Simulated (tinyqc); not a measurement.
Changing the temperature T: growth of a silicide layer between metal and silicon: linear-parabolic kinetics, ramp anneals and Kissinger analysis. Computed by tinyqc, a small Python program. Command: `OMP_NUM_THREADS=1 python tinyqc.py 3018514 3018515 out.jsonl silicide sweep`. One thread of a shared host (Intel(R) Xeon(R) Processor @ 2.30GHz), about 0.05 s of CPU time with the checks.

One compound layer of thickness x grows by diffusion through itself and reaction at an interface, dx/dt = 1/(2x/K + 1/v), until the metal is used up at x = a h.

Inputs (values chosen for the exercise, modelled on Ni2Si):
```
quantity                                 value    unit
metal thickness h                          5.2      nm
silicide formed per metal thickness a     1.47       -
prefactor of the parabolic constant K  2.5e+14  nm^2/s
activation energy E of K                  1.43      eV
prefactor of the interface velocity v  5.5e+13    nm/s
activation energy E_v                     1.57      eV
time t                                     200       s
```

Constants: k_B = 8.617333262e-05 eV/K.

Method:
- The silicide ends at the thickness a h.
- K = K0 exp(-E/(k_B T)), v = v0 exp(-E_v/(k_B T)).
- Temperatures in kelvin are T(C) + 273.15.
- x^2/K + x/v = t, so x = (K/(2v)) [sqrt(1 + 4 v^2 t/K) - 1], capped at a h; completion time t_c = (a h)^2/K + a h/v, a h being the final thickness; crossover thickness K/v.

One run for each value:
```
temperature T (C)  completion time (s)  thickness at time t (nm)  crossover thickness (nm)
210                          3.502e+03                     0.460                     131.2
230                          7.885e+02                     2.032                     114.8
250                          1.991e+02                     7.644                     101.5
270                          5.570e+01                     7.644                      90.5
290                          1.707e+01                     7.644                      81.4
310                          5.679e+00                     7.644                      73.7
330                          2.034e+00                     7.644                      67.2
350                          7.785e-01                     7.644                      61.6
370                          3.165e-01                     7.644                      56.8
```

What does the table show, and why?

Over the rows, completion time (s) falls from 3500 to 0.317; thickness at time t (nm) rises from 0.460 to 7.64, flat over part of the range; crossover thickness (nm) falls from 131 to 56.8. The apparent activation energy of 1/t_c is 1.56 eV between the first rows and 1.55 eV between the last, between E and E_v.

Extremes, crossings and ranges named in words are read from the listed rows.
